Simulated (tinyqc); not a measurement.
A run and its error bars: classical Heisenberg spin chain: exact results, Metropolis, heat-bath and over-relaxation steps, and a Monte Carlo run. Computed by tinyqc, a small Python program. Command: `OMP_NUM_THREADS=1 python tinyqc.py 3130404 3130405 out.jsonl heismc walk`. One thread of a shared host (Intel(R) Xeon(R) Processor @ 2.30GHz), about 0.2 s of CPU time with the checks.

E = -J sum_i s_i . s_(i+1) for unit vectors s_i on an open chain; K = J/(k_B T).

Inputs (values chosen for the exercise, for a model chain of large moments):
```
quantity                     value  unit
coupling J                      11   meV
temperature T                  123     K
moment mu                      5.7  mu_B
length N of the open chain      12     -
seed                        121449     -
```

Update: heat bath.

Constants: k_B = 8.617333262e-05 eV/K; mu_B = 5.7883818060e-05 eV/T.

Method:
- Each bond angle is independent, so u = <s_i . s_(i+1)> = coth K - 1/K, <s_i . s_(i+n)> = u^n, correlation length xi = -1/ln|u|, energy per bond -J u, heat capacity per bond c/k_B = 1 - K^2/sinh^2 K, and for the long chain chi = mu^2 (1 + u)/(3 k_B T (1 - u)) per spin.
- For N spins, <|sum s|^2>/N = (1 + u)/(1 - u) - 2 u (1 - u^N)/(N (1 - u)^2); the long chain has (1 + u)/(1 - u), chi over the Curie value, and the difference is relative to it.
- From the ordered state (alternating for J < 0), with each spin drawn from exp(h . s), h = K x sum of neighbours, 200 sweeps are discarded and 1600 recorded (even and odd sites in turn; random numbers not printed, so these rows are one sample). Errors are the scatter of block means over sqrt(number of blocks).

K = 1.03780

u = 0.323396

<|sum s|^2>/N = 1.83820

Blocking:
```
block length  mean bond product      error  <|sum s|^2>/N     error
1                       0.32586  0.0039501         1.8608  0.033799
4                       0.32586  0.0037931         1.8608  0.036731
16                      0.32586  0.0036762         1.8608  0.032375
40                      0.32586  0.0037911         1.8608  0.036043
80                      0.32586  0.0036965         1.8608  0.039709
```

With blocks of 40 the bond product is 0.7 error bars from the exact u = 0.3234, and <|sum s|^2>/N is 0.6 from the exact 1.838. Blocking to 40 changes the two errors by factors 1.0 and 1.1.
